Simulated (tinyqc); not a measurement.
## MOSFET in the linear regime without short-channel effects, parameter extraction from computed curves: extraction methods against the temperature

Inversion charge Q = Cox n Vt W0(exp((Vg - VT)/(n Vt))), W0 the Lambert function and n = nf; u = Q/Cox; mobility mu = mu0/(1 + th1 u + th2 u^2); channel resistance Rch = (L - dL)/(W mu Q); Id = Vd/(Rch + Rsd/W). Cox = eps0 eox/tox. Small Vd, no channel-length or drain effects.

From the continuous curve Id(Vg): tangent at peak gm (V_ext = Vg - Id/gm); constant current Id = 0.1 uA W/L; peak of d2Id/dVg2; Y = Id/sqrt(gm) drawn through Vg = VT + 0.6 and VT + 0.8 V, with intercept VT_Y and slope s. Mobilities gm,max L/(W Cox Vd) and s^2 L/(W Cox Vd) with the drawn L. Last column: share of Rsd/W in the total resistance at VT + 0.8 V.

Parameters, values chosen for the exercise; channel values of the order met in silicon transistors: relative permittivity of the gate insulator (close to silicon dioxide) eox = 3.9; insulator thickness tox = 5.4 nm; low-field mobility mu0 = 96 cm^2/(V s); first mobility attenuation factor th1 = 0.19 1/V; second mobility attenuation factor th2 = 0 1/V^2; threshold voltage VT = 0.43 V; body factor nf = 1.5; gate width W = 0.5 um; drawn gate length L = 0.32 um; drawn less effective length dL = 0.002 um; source plus drain resistance Rsd = 290 ohm um; drain voltage Vd = 0.01 V.

Constants: q = 1.602176634e-19 C, kB = 1.380649e-23 J/K, Vt = kB T/q, eps0 = 8.8541878128e-14 F/cm where lengths are in cm. Results are converted to the units shown.

Results:
columns A: T (K); B: V_ext (V); C: constant current (V); D: second derivative (V); E: VT_Y (V); F: mobility from gm (cm^2/(V s)); G: mobility from Y (cm^2/(V s)); H: series share (%)
```
A        B      C      D      E     F     G     H
77   0.441  0.627  0.428  0.457  84.3  93.7  3.57
110  0.443  0.634  0.427  0.463  82.1  92.5  3.52
220  0.446  0.649  0.423  0.474  77.0  88.2  3.38
300  0.446  0.656  0.420  0.476  74.3  85.1  3.30
370  0.444  0.659  0.417  0.476  72.3  82.5  3.23
450  0.441  0.660  0.413  0.473  70.3  79.6  3.17
```

Estimate the missing row, T = 150 K.

Computed row:
columns A: T (K); B: V_ext (V); C: constant current (V); D: second derivative (V); E: VT_Y (V); F: mobility from gm (cm^2/(V s)); G: mobility from Y (cm^2/(V s)); H: series share (%)
```
A        B      C      D      E     F     G     H
150  0.445  0.641  0.425  0.468  80.0  90.9  3.46
```

With this row back in the table: The model has VT = 0.43 V and mu0 = 96 cm^2/(V s). Over the table the extracted thresholds move by 5.2 mV (tangent), 34 mV (constant current), 14 mV (second derivative), 20 mV (Y function). The mobility from gm falls from 84.3 to 70.3 and that from Y falls from 93.7 to 79.6 cm^2/(V s).

Program tinyqc, `OMP_NUM_THREADS=1 python tinyqc.py 2210064 2210065 out.jsonl`; Intel Xeon 2.30GHz, shared host, one thread, about 0.01 s.
